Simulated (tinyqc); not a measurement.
Longitudinal sound in a periodic multilayer: transfer matrices, stop bands and folded phonons: one step, computed by the program tinyqc.

Layers 1 and 2 repeat with period d = d_1 + d_2; waves travel normal to the layers, without loss. State vector (u, s): displacement u and stress divided by omega. Impedances Z = rho v are in 1e6 kg/(m^2 s).

Problem. Transfer matrix of one period. A layer maps (u, s) by [[cos p, sin p/Z], [-Z sin p, cos p]], p = 2 pi f d_i/v_i; one period is M = M_2 M_1, and cos(q d) = trace(M)/2.

Inputs (values chosen for the exercise, modelled on silica (layer 1), platinum (layer 2) and silica (substrate)): velocity v_1 = 6060 m/s; thickness d_1 = 5.21 nm; velocity v_2 = 4030 m/s; thickness d_2 = 3.56 nm; frequency f = 270 GHz.

Z_2 = 87.048

Z_1 = 13.2714

Give: phase p_1; phase p_2; M; trace(M)/2.

Solution.

phase p_1 = 1.4585 rad

phase p_2 = 1.4986 rad

M:
$$\begin{pmatrix}
-0.14302 & 0.0066842 \\
-10.680 & -6.4927
\end{pmatrix}$$

trace(M)/2 = -3.3179

|trace/2| > 1: f lies in a stop band, and the amplitude falls by a factor 6.481 a period.
